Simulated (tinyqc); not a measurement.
sp3s* tight binding: one step. Levels at this k. The numbers come from values chosen for the exercise (near a published set for GaAs, fitted to gaps, whose masses and valley positions are rough).

H(k) (eV):
```
                      sa                   xa                   ya                   za                  s*a
sa             -8.303000                    0                    0                    0                    0
xa                     0             1.038000                    0                    0                    0
ya                     0                    0             1.038000                    0                    0
za                     0                    0                    0             1.038000                    0
s*a                    0                    0                    0                    0             8.504000
sc   -5.442392-0.147982i   0.367093+1.749907i   0.757253+0.848303i   0.305408+2.103350i                    0
xc   -0.291927-1.391596i   1.657046+0.045056i  -0.269009-1.852671i  -0.667002-0.747201i  -0.313449-1.494189i
yc   -0.602197-0.674604i  -0.269009-1.852671i   1.657046+0.045056i  -0.323343-1.541352i  -0.646593-0.724338i
zc   -0.242872-1.672667i  -0.667002-0.747201i  -0.323343-1.541352i   1.657046+0.045056i  -0.260778-1.795983i
s*c                    0   0.305933+1.458358i   0.631088+0.706968i   0.254524+1.752914i                    0

                      sc                   xc                   yc                   zc                 s*c
sa   -5.442392+0.147982i  -0.291927+1.391596i  -0.602197+0.674604i  -0.242872+1.672667i                   0
xa    0.367093-1.749907i   1.657046-0.045056i  -0.269009+1.852671i  -0.667002+0.747201i  0.305933-1.458358i
ya    0.757253-0.848303i  -0.269009+1.852671i   1.657046-0.045056i  -0.323343+1.541352i  0.631088-0.706968i
za    0.305408-2.103350i  -0.667002+0.747201i  -0.323343+1.541352i   1.657046-0.045056i  0.254524-1.752914i
s*a                    0  -0.313449+1.494189i  -0.646593+0.724338i  -0.260778+1.795983i                   0
sc             -2.641000                    0                    0                    0                   0
xc                     0             3.632000                    0                    0                   0
yc                     0                    0             3.632000                    0                   0
zc                     0                    0                    0             3.632000                   0
s*c                    0                    0                    0                    0            6.782000
```

Question. Diagonalise H, which belongs to k = (0.22, 0.11, 0.26) (2 pi/a). Four bands are filled (two electrons each); give the make-up of band 5, the lowest empty one.

Give: levels; weights of band 5; weight of band 5 on atom a.

Answer.

levels (eV): -12.0159  -3.2057  -0.9003  -0.4665  2.3241  4.1022  5.1432  5.5439  7.9632  9.8639

weights of band 5: s 0.618, p 0.311, s* 0.071

weight of band 5 on atom a = 0.353

The vertical gap at this k is 2.7906 eV; band 5 is mostly s-like.

(tinyqc, `OMP_NUM_THREADS=1 python tinyqc.py 1450148 1450149 out.jsonl`, Intel(R) Xeon(R) Processor @ 2.30GHz, 1 thread, shared host, about 0.1 s.)
